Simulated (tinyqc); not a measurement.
# Worked calculation: vertical double-diffused power MOSFET, components of the on-resistance

Numbers from tinyqc (`OMP_NUM_THREADS=1 python tinyqc.py 2230101 2230102 out.jsonl`; about 0.01 s on one thread of a shared Intel Xeon 2.30GHz). Printed values are rounded.

Stripe cells of pitch Wp + a, two channels a cell. Current flows through the channels, spreads in the accumulation layer, passes the gap between the p bodies and spreads at 45 degrees into the drift layer below them. Low drain voltage, full ionisation.

Parameters, values chosen for the exercise; bulk values close to those of 4H silicon carbide: temperature T = 300 K; relative permittivity eps_r = 9.51; critical-field constant Kc = 23900 V/cm per (cm^-3)^(1/8); rated breakdown voltage of the drift layer BV = 1200 V; drift mobility at 300 K mud = 821 cm^2/(V s); temperature exponent of the drift mobility bt = 2.2; gate oxide thickness (eps_r 3.9) tox = 68 nm; gate overdrive Vov = 14 V; channel mobility mch = 16 cm^2/(V s); accumulation-layer mobility mac = 53 cm^2/(V s); channel length Lc = 0.8 um; width of the p body in one cell, channels included Wp = 4.1 um; gap between neighbouring p bodies a = 3.2 um; depth of the p body xp = 0.6 um; doping of the gap over the drift doping Nj = 1; built-in voltage of the body junction Vbi = 2.97 V; substrate and contact resistance Rs = 0.48 mohm cm^2.

Constants: q = 1.602176634e-19 C, eps0 = 8.8541878128e-14 F/cm where lengths are in cm. Results are converted to the units shown.

## Drift layer

Triangular field at breakdown with Ec = Kc N^(1/8): BV = eps0 eps_r Ec^2/(2 q N), so N = (eps0 eps_r Kc^2/(2 q BV))^(4/3); W = 2 BV/Ec; mu = mud (T/300 K)^(-bt); rho = 1/(q mu N); ideal resistance rho W.

drift doping N = 1.34774e16 cm^-3
Ec = 2.48084 MV/cm
drift thickness W = 9.67415 um
electron mobility mu at T = 821 cm^2/(V s)
drift resistivity rho = 0.564082 ohm cm
ideal resistance = 0.545701 mohm cm^2

## Components of the on-resistance

Pitch p = Wp + a, Cox = 3.9 eps0/tox; zero-bias depletion in the gap w0 = sqrt(2 eps0 eps_r Vbi/(q N Nj)), open gap g = a - 2 w0; R_ch = Lc p/(2 mch Cox Vov); R_acc = 0.6 a p/(4 mac Cox Vov), 0.6 being an empirical factor for current leaving the layer along its length; R_gap = (rho/Nj) xp p/g; spreading depth t = min(W, (p - g)/2); R_drift = (rho p/2) ln((g + 2 t)/g) + rho (W - t); R_on = the sum with Rs.

w0 = 0.481283 um
g = 2.23743 um
components (mohm cm^2): channel 2.56703, accumulation 0.929942, gap 0.110425, drift 0.646390, substrate 0.48
R_on = 4.73378 mohm cm^2
shares (%): channel 54.2278, accumulation 19.6448, gap 2.3327, drift 13.6548, substrate 10.1399

The channel term is the largest. R_on is 8.67 times the ideal drift resistance rho W, and spreading raises the drift term to 1.18 times it.
